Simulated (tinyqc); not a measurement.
Leaving out one process at a time: Debye-Callaway model of lattice thermal conductivity. Computed by tinyqc, a small Python program. Command: `OMP_NUM_THREADS=1 python tinyqc.py 3021651 3021652 out.jsonl callaway walk`. One thread of a shared host (Intel(R) Xeon(R) Processor @ 2.30GHz), about 0.01 s of CPU time with the checks.

Three acoustic branches with one velocity v, cut at omega_D = k_B Theta/hbar; x = hbar omega/(k_B T). v and Theta are separate inputs: Theta cuts off the heat-carrying modes, so C need not reach 3 k_B/V. gamma is an effective value that sets the umklapp rate. Heat flows along the film.

Inputs (values chosen for the exercise, modelled on silicon):
```
quantity                              value        unit
sound velocity v                       6560         m/s
Debye temperature Theta                 649           K
volume per atom V                        20  angstrom^3
mean atomic mass M                    28.09           u
effective Grueneisen parameter gamma    2.3           -
umklapp exponent divisor b              2.5           -
alloy fraction f                       0.17           -
mass difference Delta M                16.7           u
film thickness t                       0.64  micrometre
specularity p                           0.6           -
normal-process factor f_N               1.6           -
temperature T                            20           K
```

Sample: film. Point defects: alloy. Normal processes: included.

Constants: k_B = 1.380649e-23 J/K; hbar = 1.054571817e-34 J s; u = 1.6605390666e-27 kg.

Method:
- For a random alloy on all sites Gamma = f (1 - f) (Delta M/M)^2, with M the mean mass; strain-field scattering is left out. A = V Gamma/(4 pi v^3).
- Rates: point defects A omega^4; umklapp B omega^2 T exp(-Theta/(b T)) with B = hbar gamma^2/(M v^2 Theta); normal processes f_N B omega^2 T (T/Theta)^2. Film: the bulk time tau of each mode, from the resistive rates above, is multiplied by the Fuchs-Sondheimer factor F = (3/2) int_0^1 (1 - u^2) [1 - (1 - p) (u/d) (1 - E)/(1 - p E)] du, with E = exp(-d/u), d = t/(v tau), by 48 Gauss-Legendre points in z with u = z^4; the boundary rate is defined as 1/(F tau) - 1/tau.
- kappa_1 = c int tau_C g dx, g = x^4 e^x/(e^x - 1)^2, c = (k_B/(2 pi^2 v)) (k_B T/hbar)^3, over 0 < x < min(Theta/T, 40), by 96 Gauss-Legendre points in s with x = x_max s^2; 1/tau_C = 1/tau_R + 1/tau_N; kappa_2 = c [int (tau_C/tau_N) g dx]^2 / int (tau_C/(tau_N tau_R)) g dx; kappa = kappa_1 + kappa_2.

Rayleigh coefficient A = 2.81167e-43 s^3

Conductivity at T:
```
case                   kappa (W/(m K))  ratio to all
all processes                   14.146             1
without point defects           204.93        14.487
without boundaries              2695.8        190.57
```

What follows from these numbers?

Removing boundaries raises kappa most, by a factor 191; removing point defects gives only 14.5.
